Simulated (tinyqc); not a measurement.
# From ballistic current I back to equivalent oxide thickness t

Model: ballistic transport through the one-dimensional subbands of a rectangular nanowire or nanosheet channel. Computed by tinyqc, a small Python program. Command: `OMP_NUM_THREADS=1 python tinyqc.py 3030221 3030222 out.jsonl wire inv`. One thread of a shared host (Intel(R) Xeon(R) Processor @ 2.30GHz), about 0.2 s of CPU time with the checks.

Hard walls, parabolic subbands, transport along x. Energies are counted from the bulk conduction band edge at the top of the barrier, which the gate pulls down by U; the source Fermi level lies at the bulk edge when U = 0.

Inputs (values chosen for the exercise, modelled on silicon):
```
quantity,value,unit
light mass m_t,0.19,m_0
heavy mass m_l,0.918,m_0
height a,4,nm
width b,8.8,nm
gate voltage above flat band V_G,1,V
drain voltage V_D,0.01,V
temperature T,300,K
```

Valleys: silicon [100] wire.

Constants: hbar^2/(2 m_0) = 3.80998212 eV angstrom^2; k_B = 8.617333262e-05 eV/K; m_0 = 9.1093837015e-31 kg; k_B = 1.380649e-23 J/K; hbar = 1.054571817e-34 J s; eps_0 = 8.8541878128e-12 F/m; e = 1.602176634e-19 C; h = 6.62607015e-34 J s.

Method:
- E_pq = (hbar^2 pi^2/2)(p^2/(m_y b^2) + q^2/(m_z a^2)); valley pairs: (m_x, m_y, m_z) = (m_t, m_t, m_l), (m_t, m_l, m_t), (m_l, m_t, m_t), each with degeneracy g = 2; the 10 lowest subbands are kept.
- F_j(eta) = (1/Gamma(j + 1)) int_0^infinity x^j/(1 + exp(x - eta)) dx, F_0 = ln(1 + exp(eta)). Integrals over x = E/(k_B T) use 160 Gauss-Legendre points in u = sqrt(x) from 0 to sqrt(max(eta, 0) + 32).
- With degeneracy g = 2, eta_i = (U - E_i)/(k_B T) and u = e V_D/(k_B T): line density n = sum_i g sqrt(2 m_x k_B T/pi)/(2 hbar) [F_-1/2(eta_i) + F_-1/2(eta_i - u)]; gate: e n = C_ox (V_G - U/e), C_ox = 3.9 eps_0 2 (a + b)/t (flat-plate estimate); I = (2 e k_B T/h) sum_i g [F_0(eta_i) - F_0(eta_i - u)].

Question. A run gave the result below. Find the equivalent oxide thickness t, known to lie between 0.98 and 2 nm.

ballistic current I = 9.043017 microampere

Answer.

Each step takes the trial c = (a f_b - b f_a)/(f_b - f_a), f being the result less the target and a, b, c the logarithms of the listed values; c replaces end b, the old b replaces a if the sign of f changed, and otherwise f_a is halved.

Scan of the range:
```
equivalent oxide thickness t (nm),ballistic current I (microampere)
0.98,9.58783
1.10,8.92274
1.24,8.25356
1.40,7.59971
1.58,6.97512
1.78,6.38902
2.00,5.84675
```

False position (Illinois rule, in the logarithm of the input) inside the bracket:
```
step,end a,end b,trial,ballistic current I (microampere)
1,0.98000,1.10000,1.07726,9.04164
2,0.98000,1.07726,1.07675,9.04436
3,1.07726,1.07675,1.07700,9.04302
4,1.07675,1.07700,1.07700,9.04302
```

Ballistic current I falls at every point of a 13-point scan of the range (every second point is shown), so one value fits; it is bracketed by 0.980 and 1.10. Answer: equivalent oxide thickness t = 1.077 nm.

Caution: the tenth subband is still occupied, so the truncation to ten understates charge and current.
